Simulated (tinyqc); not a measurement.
Changing the Luttinger gamma_3: shallow acceptor in the spherical model (Baldereschi-Lipari), strong spin-orbit limit. Computed by tinyqc, a small Python program. Command: `OMP_NUM_THREADS=1 python tinyqc.py 3014027 3014028 out.jsonl acceptor sweep`. One thread of a shared host (Intel(R) Xeon(R) Processor @ 2.30GHz), about 0.02 s of CPU time with the checks.

The 1S(3/2) state has an s envelope f(r) and a d envelope g(r). In effective units they obey -(f'' + 2f'/r + 2f/r) + mu (g'' + 5g'/r + 3g/r^2) = E f and -(g'' + 2g'/r - 6g/r^2 + 2g/r) + mu (f'' - f'/r) = E g. The cubic term, the split-off band and the central cell are left out.

Inputs (values chosen for the exercise, modelled on silicon):
```
quantity                 value  unit
Luttinger gamma_1         4.26     -
Luttinger gamma_2        0.343     -
dielectric constant eps   11.7     -
spin-orbit gap Delta_so     44   meV
```

Constants: Ry = 13.605693123 eV; a_0 = 0.529177210903 angstrom.

Method:
- Ry* = Ry/(gamma_1 eps^2), a* = a_0 eps gamma_1, mu = (6 gamma_3 + 4 gamma_2)/(5 gamma_1), delta = (gamma_3 - gamma_2)/gamma_1; spherical masses 1/(gamma_1 (1 - mu)) (heavy) and 1/(gamma_1 (1 + mu)) (light).
- Basis: f_i = exp(-zeta_i r), g_i = r exp(-zeta_i r), weight r^2 dr, s = zeta_i + zeta_j. S_ff = 2/s^3, H_ff = zeta_i zeta_j S_ff - 2/s^2; S_gg = 24/s^5, H_gg = 8/s^3 + 24 zeta_i zeta_j/s^5 - 12/s^4; H(f_i, g_j) = mu (6 zeta_i^2/s^4 + 2 zeta_i/s^3); S_fg = 0. Each function is normalised by sqrt(S_ii).
- Large basis: zeta_i = 0.08 x 1.55^(i-1), i = 1..20 in each channel; overlap eigenvalues below 1e-11 are dropped.
- Binding energies are -E Ry*; the mass that fits is E(1S) eps^2/Ry.

One run for each value; columns: (1) Luttinger gamma_3; (2) 1S(3/2) binding energy (meV); (3) d weight of 1S(3/2); (4) heavy-hole mass (m_0); (5) mu; (6) 2S(3/2) binding energy (meV):
```
(1)      (2)     (3)    (4)     (5)    (6)
0.432   24.1  0.0147  0.288  0.1861   6.12
0.758   25.1  0.0331  0.325  0.2779   6.50
1.080   26.6  0.0587  0.372  0.3686   7.06
1.410   29.0  0.0931  0.436  0.4616   7.89
1.730   32.5  0.1348  0.524  0.5517   9.08
2.060   38.2  0.1871  0.661  0.6447  10.97
2.390   48.1  0.2498  0.895  0.7377  14.20
2.710   68.4  0.3217  1.363  0.8278  20.64
3.040  138.0  0.4090  2.962  0.9208  42.40
```

Over the rows, 1S(3/2) binding energy (meV) rises from 24.1 to 138 (exponent d ln y / d ln x 0.072 between the first rows and 6.1 between the last); d weight of 1S(3/2) rises from 0.0147 to 0.409 (exponent d ln y / d ln x 1.4 between the first rows and 2.1 between the last); heavy-hole mass (m_0) rises from 0.288 to 2.96 (exponent d ln y / d ln x 0.21 between the first rows and 6.8 between the last).

Caution (all rows): the binding exceeds a fifth of the spin-orbit gap Delta_so, so the split-off band, left out, matters. Caution (rows 1.08, 1.41, 1.73, 2.06, 2.39, 2.71, 3.04): gamma_3 and gamma_2 differ by more than 0.17 gamma_1: band warping, left out here, adds several per cent to the binding. Caution (rows 2.71, 3.04): the orbit is only a few bond lengths wide, so central-cell terms matter.
